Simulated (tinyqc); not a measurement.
Interface states from two metals.

Inverse problem. Schottky barriers follow phi = S (pM - chi) + (1 - S) E0, S = 1/(1 + q Ds dl/(eps0 ei)). Find S, E0 and Ds.

Values chosen for this exercise; material values those of a made-up semiconductor:
```
symbol,value,unit,meaning
chi,4.38,eV,electron affinity
dl,0.39,nm,thickness of the interface layer
ei,2.9,,its relative permittivity
```

Constants: q = 1.602176634e-19 C, eps0 = 8.8541878128e-14 F/cm where lengths are in cm. Results are converted to the units shown.

phi for pM = 4.12 and 5.02 eV (eV): 0.54714733  1.0147470

Answer. The slope is S, and either point then gives E0.

S = 0.5196
E0 = 1.420 eV
Ds = 3.800e13 cm^-2 eV^-1

Numbers from tinyqc (`OMP_NUM_THREADS=1 python tinyqc.py 2430003 2430004 out.jsonl`; about 0.01 s on one thread of a shared Intel Xeon 2.30GHz).
